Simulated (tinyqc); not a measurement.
Comparisons within one model: Landau levels of a parabolic two-dimensional band. A value that a table varies takes the place of the one given here.

E(N, s) = (N + 1/2) hbar wc + s gs muB B with s = +/-1/2.

In a field B along z: l = 1/sqrt((e/hbar) B) is the magnetic length, n_B = B/(h/e) the number of states per area in one level, hbar wc = 2 muB B/m for mass m in m0; 1/angstrom^2 = 1e16/cm^2.

Each listed level takes n_B electrons. At zero temperature and without broadening EF sits in the partly filled level.

Constants: hbar^2/2m0 = 3.80998211 eV angstrom^2; e/hbar = 1.519267448e-05 1/(T angstrom^2); h/e = 413566.7697 T angstrom^2; muB = 5.788381798e-05 eV/T.

Inputs chosen for the exercise (near those of a two-dimensional electron gas in InAs; the results hold for these values, not for the real material):
```
symbol  value                                                   unit         meaning
m       0.031                                                   m0           mass
gs      -12.18                                                               g factor
gv      1                                                                    valleys
Bs      (2, 4, 6, 8, 10, 12, 15)                                T            fields
n       1.5                                                     x 1e11/cm^2  electron sheet density
Bo      (1.09, 1.22, 1.39, 1.61, 1.91, 2.35, 3.06, 4.39, 7.75)  T            fields
tilt    (0, 30, 50, 60, 68, 74, 80)                             degrees      tilt angles
Bp      8.1                                                     T            perpendicular component, kept fixed
B       8.1                                                     T            magnetic field
```

## The fan of levels

The four lowest levels against B, with their labels in order.

Levels (meV):
```
B (T)  first  second  third  fourth        order
2.00    3.03    4.44  10.50   11.91  0+ 0- 1+ 1-
4.00    6.06    8.88  21.00   23.82  0+ 0- 1+ 1-
6.00    9.09   13.32  31.49   35.73  0+ 0- 1+ 1-
8.00   12.12   17.76  41.99   47.63  0+ 0- 1+ 1-
10.0   15.15   22.20  52.49   59.54  0+ 0- 1+ 1-
12.0   18.18   26.64  62.99   71.45  0+ 0- 1+ 1-
15.0   22.72   33.30  78.74   89.31  0+ 0- 1+ 1-
```

The fourth level grows as B^1.00 over the first two rows and B^1.00 over the last two (1 for a parabolic band without a fixed offset such as a valley splitting, 1/2 for massless Dirac electrons). The order of the levels does not change. The Zeeman gap is |gs| m/2 = 0.189 of hbar wc at every field.

## Oscillation of the Fermi level

Fixed density, zero temperature, no broadening. At B = 0, EF = 2 pi c n/(m gv) with c = hbar^2/2m0.

Filling:
```
B (T)    nu  partly filled level  EF (meV)  filled share
1.09   5.69                   2-     10.56          0.69
1.22   5.08                   2-     11.82          0.08
1.39   4.46                   2+     12.49          0.46
1.61   3.85                   1-      9.59          0.85
1.91   3.25                   1-     11.37          0.25
2.35   2.64                   1+     12.34          0.64
3.06   2.03                   1+     16.06          0.03
4.39   1.41                   0-      9.74          0.41
7.75   0.80                   0+     11.74          0.80
```

EF at B = 0 = 11.58 meV

EF runs between 9.6 and 16.1 meV around its zero-field value of 11.6 meV. It follows a level while that level empties and falls to the next one down when nu passes a filled shell; the partly filled level changes 5 times in this table.

## Tilting the field

The cyclotron gap follows Bp, the Zeeman gap the total field Bp/cos(theta): i = |gs| muB B/(hbar wc) = |gs| m/(2 cos theta). With f the fractional part of i the gaps alternate between f and 1 - f of hbar wc. The layer is taken as strictly two-dimensional and valley splitting is left out.

Gaps:
```
theta (degrees)  B total (T)      i  f hbar wc (meV)  (1 - f) hbar wc (meV)
0                       8.10  0.189            5.711                 24.538
30                      9.35  0.218            6.594                 23.655
50                     12.60  0.294            8.884                 21.365
60                     16.20  0.378           11.421                 18.828
68                     21.62  0.504           15.245                 15.004
74                     29.39  0.685           20.718                  9.531
80                     46.65  1.087            2.638                 27.611
```

i = 1/2 (equal gaps) falls at theta = 67.8 degrees. i = 1 (levels of opposite spin coincide) falls at theta = 79.1 degrees. Over the table i grows from 0.189 to 1.087.

## What each parameter does

The second and third levels from below, nu = n/n_B, and EF. Each row changes one parameter from the base and keeps the others.

Results:
```
case                  second level (meV)  third level (meV)    nu  EF (meV)
base                               17.98              42.52  0.77     12.27
B = 9.72 T                         21.58              51.02  0.64     14.72
m = 0.0263 m0                      20.68              50.63  0.77     14.97
gs = -10.4                         17.56              42.94  0.77     12.69
n = 1.27 x 1e11/cm^2               17.98              42.52  0.65     12.27
```

The largest shifts from the base row, up to three for each result and ties (the steps differ in size, so this ranks the rows, not the parameters). second level (meV): B +3.60, m +2.70, gs -0.42; unchanged at the printed digits by n. third level (meV): B +8.50, m +8.11, gs +0.42; unchanged at the printed digits by n. nu: B -0.13, n -0.12; unchanged at the printed digits by m and gs. EF (meV): m +2.70, B +2.45, gs +0.42; unchanged at the printed digits by n.

Program tinyqc; command `OMP_NUM_THREADS=1 python tinyqc.py 1250506 1250507 out.jsonl`; about 0.01 s on one thread of a shared Intel(R) Xeon(R) Processor @ 2.30GHz.
